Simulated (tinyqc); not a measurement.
What each parameter does: quaternary alloy A(x)B(1-x)C(y)D(1-y) matched to a substrate.

Q(x,y) = x y Q_AC + x (1 - y) Q_AD + (1 - x) y Q_BC + (1 - x)(1 - y) Q_BD for the lattice constant. Gap, rule 1: Q(x,y) - x (1 - x)[y C_ABC + (1 - y) C_ABD] - y (1 - y)[x C_ACD + (1 - x) C_BCD]. Rule 2 (mean of ternaries): {x (1 - x)[y T_ABC(x) + (1 - y) T_ABD(x)] + y (1 - y)[x T_ACD(y) + (1 - x) T_BCD(y)]}/{x (1 - x) + y (1 - y)}, T_ABC(x) = x E_AC + (1 - x) E_BC - C_ABC x (1 - x), T_ACD(y) = y E_AC + (1 - y) E_AD - C_ACD y (1 - y), and alike. Only the Gamma valley is followed.

Matching a(x,y) = a_s gives x = (a_s - y a_BC - (1 - y) a_BD)/(y (a_AC - a_BC) + (1 - y)(a_AD - a_BD)).

Values chosen for the exercise (AC, AD, BC, BD near GaAs, GaSb, InAs and InSb; substrate near InP; not measured data):
- a = (5.66, 6.104, 6.064, 6.482) angstrom (lattice constants of AC, AD, BC, BD)
- Eg = (1.521, 0.82, 0.415, 0.236) eV (gaps at Gamma of AC, AD, BC, BD)
- Cb = (0.498, 0.435, 1.571, 0.661) eV (bowing of ABC, ABD, ACD, BCD)
- a_s = 5.864 angstrom (substrate)
- y = 0.77 (fraction of C)

x is matched anew each time.

Results for these values:
```
case       x  rule 1 (eV)  rule 2 (eV)
base  0.7440       0.7783       0.9455
```

What happens to each result for Eg = (1.571, 0.82, 0.415, 0.236) eV, all else kept?

Answer: x does not change at the printed digits; rule 1 rises from 0.7783 to 0.8070; rule 2 rises from 0.9455 to 0.9742.

The same for each parameter in turn:
```
case                                           x  rule 1 (eV)  rule 2 (eV)
base                                      0.7440       0.7783       0.9455
y = 0.76                                  0.7550       0.7773       0.9455
a_s = 5.86 angstrom                       0.7541       0.7891       0.9549
Cb = (0.598, 0.522, 1.885, 0.793) eV      0.7440       0.7125       0.9131
Eg = (1.571, 0.82, 0.415, 0.236) eV       0.7440       0.8070       0.9742
a = (5.67, 6.104, 6.064, 6.482) angstrom  0.7587       0.7940       0.9592
```

Run: tinyqc, `OMP_NUM_THREADS=1 python tinyqc.py 1051353 1051354 out.jsonl`; Intel(R) Xeon(R) Processor @ 2.30GHz, one thread, shared host; about 0.01 s of CPU time with all checks.
